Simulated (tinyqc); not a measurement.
ESD clamp with bipolar snapback, compact model and design window: two steps of the calculation.

The drain junction multiplies the current that enters it: Igen = (M - 1)(Ic + I0), M = 1/(1 - (Vj/BV)^n). The generated holes leave through the substrate resistance and the base of the parasitic npn: Igen = Vb/Rb + Ic/be, Ic = Is exp(Vb/Vt). Terminal current I = Ic + I0 + Igen and voltage V = Vj + I Ro, per width. Isothermal, constant gain.

Parameters, values chosen for the exercise; values close to those of grounded-gate n-channel clamps: temperature T = 300 K; junction breakdown voltage BV = 11.9 V; exponent of the multiplication n = 4.5; current gain of the parasitic npn be = 11; saturation current Is = 1.2e-18 A/um; junction leakage I0 = 2.3e-11 A/um; substrate resistance Rb = 24000 ohm um; drain ballast and contact resistance Ro = 240 ohm um; failure current for 100 ns It2 = 10.5 mA/um.

Constants: q = 1.602176634e-19 C, kB = 1.380649e-23 J/K, Vt = kB T/q. Results are converted to the units shown.

Problem 1. The snapback curve. For given Vb: Ic, Igen, M = 1 + Igen/(Ic + I0), Vj = BV (1 - 1/M)^(1/n), I and V.

Vb, point 0 to 8 (V): [0.05, 0.3, 0.493, 0.553, 0.603, 0.744, 0.875, 0.895, 0.925]

Give: Ic; M; Vj; I; V.

Solution 1.

Ic, point 0 to 8 (uA/um): [8.301e-12, 1.315e-7, 2.297e-4, 0.002340, 0.01619, 3.783, 600.5, 1302, 4154]
M, point 0 to 8: [9.058e4, 5.404e5, 8.128e4, 9753, 1551, 9.286, 1.152, 1.120, 1.100]
Vj, point 0 to 8 (V): [11.90, 11.90, 11.90, 11.90, 11.90, 11.60, 7.583, 7.239, 6.987]
I, point 0 to 8 (uA/um): [2.083, 12.50, 20.54, 23.04, 25.14, 35.13, 691.6, 1457, 4570]
V, point 0 to 8 (V): [11.90, 11.90, 11.90, 11.91, 11.90, 11.61, 7.749, 7.589, 8.084]

V peaks at Vt1 = 11.91 V and falls to Vh = 7.588 V: once the npn supplies current, a small M feeds the base. At high current M tends to 1 + 1/be and Vj to BV (1 + be)^(-1/n) = 6.851 V.

Problem 2. Base voltage at the failure current. I(Vb) = Ic (1 + 1/be) + I0 + Vb/Rb, I' = Ic (1 + 1/be)/Vt + 1/Rb; Newton steps on ln I: Vb(new) = Vb - ln(I/It2) I/I'. V follows from the introduction.

Vb at the start = 0.83 V

Find: I; V; I'; Vb after iteration 1.

Solution 2.

I = 0.14949 mA/um
V = 9.1111 V
I' = 4.4866 mS/um
Vb after iteration 1 = 0.97167 V

Numbers from tinyqc (`OMP_NUM_THREADS=1 python tinyqc.py 2670018 2670019 out.jsonl`; about 0.01 s on one thread of a shared Intel Xeon 2.30GHz).
